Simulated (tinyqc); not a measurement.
Input admittance of a MOSFET at zero drain bias: distributed channel and distributed gate: two steps of the calculation.

Source and drain grounded, strong inversion, w = 2 pi f, Cox = eps0 eox/tox. The channel is an RC line of resistance 1/(mu Cox Vo) per square fed from both ends, so one finger has the intrinsic admittance y = i w Cox L tanh(g)/g per width, g = (1/2) sqrt(i w tau), tau = L^2/(mu Vo). The vertical resistance rv/L is in series with y, the overlaps 2 i w Cov in parallel: y_t = 1/(1/y + rv/L) + 2 i w Cov. The gate strip is a line of Rsh/L per length loaded by y_t, so a finger has Y = y_t Wf tanh(k)/k, k = (Wf/sd) sqrt(y_t Rsh/L); the device has Nf Y.

Values chosen for this exercise; values of the order met in silicon radio-frequency transistors:
- eox = 3.9 (relative permittivity of the gate insulator (close to silicon dioxide))
- tox = 2 nm (insulator thickness)
- L = 0.35 um (channel length)
- Wf = 11 um (finger width)
- Nf = 8 (number of fingers)
- mu = 250 cm^2/(V s) (channel mobility)
- Vo = 0.72 V (gate overdrive)
- Rsh = 30 ohm/square (sheet resistance of the gate)
- rv = 7.3 ohm um^2 (vertical resistivity of the gate stack)
- sd = 1 (number of ends at which a finger is contacted)
- Cov = 0.21 fF/um (overlap and fringe capacitance on each side)
- f = 0.47 GHz (frequency)

Constants: eps0 = 8.8541878128e-14 F/cm where lengths are in cm. Results are converted to the units shown.

Question 1. Admittance of the channel and stack per width. tau, g, c = Cox L, y and y_t as defined.

Find: tau; g; c; y; y_t.

Answer 1.

tau = 6.806 ps
g = 0.05012+0.05012i
c = 6.043 fF/um
y = 0.03+17.85i uS/um
y_t = 0.04+19.09i uS/um

w tau = 0.0201, and Im y is 1.00 of w c.

Question 2. Input impedance of the device. k and Y as defined; Z = 1/(Nf Y) = R + 1/(i w C); Q = |Im Z|/R; signal at the point farthest from a contact |1/cosh k|.

y_t = 0.036529+19.085732i uS/um

Find: k; Nf Y; R; C; Q; signal at the far point.

Answer 2.

k = 0.31490+0.31430i
Nf Y = 0.1133+1.6704i mS
R = 40.415 ohm
C = 568.25 fF
Q = 14.745
signal at the far point = 0.99656

tinyqc, about 0.01 s, one thread, Intel Xeon 2.30GHz (shared host): `OMP_NUM_THREADS=1 python tinyqc.py 2262128 2262129 out.jsonl`
